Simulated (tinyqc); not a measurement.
Field-effect mobility of a thin-film transistor with band-tail and deep states (multiple trapping): one step, computed by the program tinyqc.

A thick film in accumulation at small drain voltage. Only free electrons move; trapped ones still screen the gate. N_c and mu_0 are held fixed when T changes, leaving out the T^(3/2) growth of N_c. x = E_0 - psi is the distance of the Fermi level below the band edge.

Problem. Free and trapped densities. F_j(eta) = int_0^infinity x^j/(1 + exp(x - eta)) dx, without a gamma-function factor. Integrals over x = E/(k_B T) use 160 Gauss-Legendre points in u = sqrt(x) from 0 to sqrt(max(eta, 0) + 32). Free n(x) = N_c (2/sqrt(pi)) F_1/2(-x/k_B T), with F_1/2 from its two-term series in exp(-x/k_B T) for x >= 12 k_B T; tail n_t(x) = int_0^1.2eV g_t exp(-E/E_t)/(1 + exp((x - E)/k_B T)) dE, E counted down from the edge, 120 Gauss-Legendre points; deep charge g_d psi; space charge rho(psi) = n + n_t + g_d psi less its value at psi = 0.

Inputs (values chosen for the exercise, modelled on an amorphous In-Ga-Zn oxide):
```
quantity                           value         unit
effective density of states N_c  5.3e+18       1/cm^3
tail density at the edge g_t     3.2e+19  1/(eV cm^3)
tail width E_t                        30          meV
temperature T                        250            K
```

Deep states: included.

Constants: k_B = 8.617333262e-05 eV/K.

Give: Local densities at x = 0.4, 0.3, 0.2, 0.15, 0.1, 0.05, 0 and -0.05 eV.

Solution.

Local densities at x = 0.4, 0.3, 0.2, 0.15, 0.1, 0.05, 0 and -0.05 eV:
```
x (eV)  n (1/cm^3)  n_t (1/cm^3)  n/(n + n_t)
0.40     4.578e+10     4.509e+12       0.0100
0.30     4.748e+12     1.248e+14       0.0367
0.20     4.925e+14     3.332e+15       0.1288
0.15     5.015e+15     1.653e+16       0.2327
0.10     5.092e+16     7.626e+16       0.4004
0.05     5.032e+17     2.931e+17       0.6319
0.00     4.055e+18     7.076e+17       0.8514
-0.05    1.757e+19     9.229e+17       0.9501
```

E_t/k_B T = 1.39: deep in the tail n_t follows exp(-x/E_t), more slowly than n, so the free share grows as the Fermi level rises.
